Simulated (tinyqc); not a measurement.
Which substrate gives the strongest standing wave: standing waves and exposure in a photoresist film.

Values chosen for the exercise:
```
symbol  value  unit          meaning
lam     193    nm            vacuum wavelength
n1      1.685                resist index
A       0.09   1/micrometre  bleachable absorption (Dill A)
B       0.64   1/micrometre  fixed absorption (Dill B)
```

r12 = (N1 - Ns)/(N1 + Ns) with N1 = n1 + i (A + B) lam/(4 pi), lam in micrometres, and Ns = ns + i ks chosen for the exercise, each substrate thick; contrast 2|r|/(1 + |r|^2); the intensity at the interface relative to the forward wave is |1 + r12|^2.

Results:
```
case            ns     ks  |r12|^2  contrast  phase (degrees)  |1 + r12|^2
near W       1.309  3.070   0.5146     0.947           -128.8        0.615
near Cu      0.981  1.423   0.2716     0.820            -91.8        1.239
near Si      0.888  2.770   0.5744     0.963           -121.1        0.791
near polySi  1.008  2.146   0.4213     0.913           -111.1        0.954
near Si3N4   2.659  0.255   0.0532     0.438           -169.5        0.600
```

The strongest reflector is the case near Si (0.574) and the weakest near Si3N4 (0.0532). The intensity at the interface depends on the phase too: it is lowest for the case near Si3N4 (0.600, phase -169 degrees) and highest for near Cu (1.239); a strong reflector with a phase of 180 degrees would put a node there.

(tinyqc, `OMP_NUM_THREADS=1 python tinyqc.py 1681125 1681126 out.jsonl`, Intel(R) Xeon(R) Processor @ 2.30GHz, 1 thread, shared host, about 0.01 s.)
